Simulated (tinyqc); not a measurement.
What moves the results: valley splitting of a silicon quantum well in envelope theory. A value that a table varies takes the place of the one given here.

The well lies at 0 < z < L; U(z) = V0 [1/(1 + exp(z/w)) + 1/(1 + exp((L - z)/w))] - e F z, 1 mV/nm = 1e-4 eV/angstrom. The envelope psi solves -(c/ml) psi'' + U psi = E psi, c = hbar^2/2m0, by three-point differences on a grid of 0.1 angstrom from -40 to L + 40 angstrom. The two valleys at +/- k0 couple through D = C0 times the integral of exp(-i q z) U(z) psi^2, q = 2 k0 (2 pi/a), and split by Ev = 2|D|.

Random alloy: with Y(z) = Yw + (Yb - Yw) B(z), B the bracket in U, and in-plane density exp(-r^2/ad^2)/(pi ad^2), D gains a random complex part of variance sigma^2 = (C0^2/pi)(a^2 V0/(8 ad (Yb - Yw)))^2 (4/a) times the integral of psi^4 Y (1 - Y). Alone it gives a mean splitting sqrt(pi) sigma; together with the smooth part the rms splitting is 2 sqrt(|D|^2 + sigma^2).

Constants: hbar^2/2m0 = 3.80998211 eV angstrom^2.

Values chosen for the exercise (near those of a strained Si well in SiGe; shifted at random, so the results belong to these values and not to a real crystal): L = 36 angstrom (well width); V0 = 0.16 eV (conduction offset); ml = 0.91 m0 (mass along z); F = 2.9 mV/nm (field pressing towards the upper interface); k0 = 0.838 2 pi/a (valley position); a = 5.431 angstrom (lattice constant); C0 = 0.242 (Bloch overlap factor); Yb = 0.23 (Ge share of the barrier); Yw = 0.05 (Ge share of the well); ad = 160 angstrom (dot radius); ws = (0.3, 0.6, 0.9, 1.4, 1.9, 3.2, 4.1) angstrom (interface widths); Ls = (36, 37.4, 38.7, 40.1, 41.4, 42.8, 44.1, 45.5) angstrom (widths in steps of one atomic layer, a/4, rounded to the grid); F2 = 1 mV/nm (second field, zero or weak); w1 = 0.4 angstrom (interface width for this table); w = 0.5 angstrom (interface width parameter).

## Sharpness of the interface

The smooth part 2|D| and the disorder part against w, beside y/sinh(y) with y = pi q w. The 12 to 88 % width of the step is 4w.

Results:
```
w (angstrom)  4w (angstrom)  2|D| (micro-eV)  y/sinh(y)  sqrt(pi) sigma (micro-eV)
0.3                     1.2            43.75       0.60                      165.9
0.6                     2.4            28.81       0.19                      166.4
0.9                     3.6            12.58      0.046                      167.1
1.4                     5.6             1.55     0.0034                      168.8
1.9                     7.6             0.12    0.00022                      171.1
3.2                    12.8             0.00    1.3e-07                      179.4
4.1                    16.4             0.00    7.1e-10                      186.7
```

The smooth part needs a Fourier component of U psi^2 at a wavelength of 3.24 angstrom; from the first row to the third it falls by a factor 3.48, while y/sinh(y) falls by 13.2 (the envelope near the step and the phase between the two interfaces change too). The disorder part goes from 165.9 to 186.7 micro-eV, growing as the electron overlaps more alloy. It exceeds the smooth part in every row.

## Adding atomic layers

The smooth splitting Ev = 2|D| with w = w1, at the field F2 and at F.

Results:
```
L (angstrom)  q L mod 2 pi  Ev at F2 (micro-eV)  Ev at F (micro-eV)
36.0                  0.69                 22.3                36.8
37.4                  3.40                  153                 155
38.7                  5.92                 89.3                93.5
40.1                  2.36                 90.6                94.6
41.4                  4.88                  117                 120
42.8                  1.31                 24.7                38.1
44.1                  3.83                  109                 112
45.5                  0.26                 34.9                45.3
```

At F2 the splitting swings between 22.3 and 153 micro-eV, a ratio of 6.87, as the two interfaces add with the phase q L, which advances on average by 2.63 rad a layer. At F the ratio is 4.21, where in the first row psi^2 at the upper interface is 1.42 times that at the lower one.

## What each parameter does

Orbital spacing, psi^2 at z = L, the smooth splitting and sigma; V0 is held fixed when Yw changes. Each row changes one parameter from the base and keeps the others.

Results:
```
case               E2 - E1 (meV)  psi^2(L) (1e-3/angstrom)  2|D| (micro-eV)  sigma (micro-eV)
base                       55.39                     5.963            33.39              93.8
ad = 200 angstrom          55.39                     5.963            33.39              75.0
Yw = 0.08                  55.39                     5.963            33.39             139.8
L = 42 angstrom            44.34                     4.459            56.98              88.5
V0 = 0.2 eV                59.02                     5.054            42.38             118.8
w = 0.35 angstrom          55.19                     6.011            39.28              93.6
F = 4.35 mV/nm             55.52                     6.474            40.93              93.9
k0 = 0.818 2 pi/a          55.39                     5.963           113.88              93.8
C0 = 0.29                  55.39                     5.963            40.02             112.4
```

The largest shifts from the base row, up to three for each result and ties (the steps differ in size, so this ranks the rows, not the parameters). E2 - E1 (meV): L -11.04, V0 +3.64, w -0.20; unchanged at the printed digits by ad, Yw, k0 and C0. psi^2(L) (1e-3/angstrom): L -1.504, V0 -0.908, F +0.511; unchanged at the printed digits by ad, Yw, k0 and C0. 2|D| (micro-eV): k0 +80.49, L +23.59, V0 +8.99; unchanged at the printed digits by ad and Yw. sigma (micro-eV): Yw +46.0, V0 +25.1, ad -18.8; unchanged at the printed digits by k0.

Computed by tinyqc, a small Python program: `OMP_NUM_THREADS=1 python tinyqc.py 1280086 1280087 out.jsonl` (the numbers bound the seed that draws the inputs); one thread of a shared host (Intel(R) Xeon(R) Processor @ 2.30GHz), about 0.1 s for the whole set of steps.
